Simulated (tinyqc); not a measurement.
Band filling: full bands against the rectangular model: Slater-Koster d bands of an fcc metal.

Slater-Koster d bands. For a bond with direction cosines (l, m, n) the 5 x 5 block is dds Ps + ddp Pp + ddd (1 - Ps - Pp), the projectors on sigma, pi and delta states about the bond; for instance <xy|xy> = 3 l^2 m^2 dds + (l^2 + m^2 - 4 l^2 m^2) ddp + (n^2 + l^2 m^2) ddd, <xy|yz> = 3 l m^2 n dds + l n (1 - 4 m^2) ddp + l n (m^2 - 1) ddd and <3z2-r2|3z2-r2> = (n^2 - (l^2 + m^2)/2)^2 dds + 3 n^2 (l^2 + m^2) ddp + (3/4)(l^2 + m^2)^2 ddd. H(k) sums the blocks times cos(k.R) over the neighbours; the d level is the zero of energy; k in 2 pi/a.

Neighbours: twelve at (a/2)(1,1,0) and equivalents.

Mesh: k = f1 b1 + f2 b2 + f3 b3 with fractions (j + 1/2)/N, j = 0 to N - 1, and b = (-1,1,1), (1,-1,1), (1,1,-1) for fcc, (0,1,1), (1,0,1), (1,1,0) for bcc, unit vectors for simple cubic. The lowest Nd/10 of all levels are filled with two electrons each; the bond energy is their sum per atom.

Inputs chosen for the exercise (of the size met in Ir; not measured data): dds = -1.152 eV (dd sigma); ddp = 0.783 eV (dd pi); ddd = -0.069 eV (dd delta); N = 8 (mesh).

W = sqrt(12 mu2) with mu2 the mean square level on the mesh; rectangular model: Fermi level W (Nd/10 - 1/2), bond energy -W Nd (10 - Nd)/20. The Fermi level of the mesh is the highest filled level.

Per atom (eV):

| Nd | EF, bands | bond energy, bands | EF, rectangle | bond energy, rectangle |
|---|---|---|---|---|
| 1 | -3.375 | -4.254 | -3.436 | -3.866 |
| 2 | -2.560 | -7.193 | -2.577 | -6.873 |
| 3 | -1.783 | -9.343 | -1.718 | -9.021 |
| 4 | -0.487 | -10.588 | -0.859 | -10.309 |
| 5 | 0.173 | -10.762 | 0.000 | -10.739 |
| 6 | 1.137 | -10.033 | 0.859 | -10.309 |
| 7 | 1.795 | -8.500 | 1.718 | -9.021 |
| 8 | 2.647 | -6.224 | 2.577 | -6.873 |
| 9 | 3.146 | -3.318 | 3.436 | -3.866 |

W = 8.591 eV
full width on the mesh = 9.696 eV

The bond energy is deepest at Nd = 5 (-10.762 eV); the rectangle has its minimum at 5. The two differ most at Nd = 8, by 0.649 eV or 6 % of the deepest value: the second moment fixes the parabola, and higher moments the rest. At Nd = 3 and 7 the bands give -9.343 and -8.500 eV, a skew towards less than half filling.

tinyqc: `OMP_NUM_THREADS=1 python tinyqc.py 1482114 1482115 out.jsonl`; about 0.03 s, one thread, shared Intel(R) Xeon(R) Processor @ 2.30GHz.
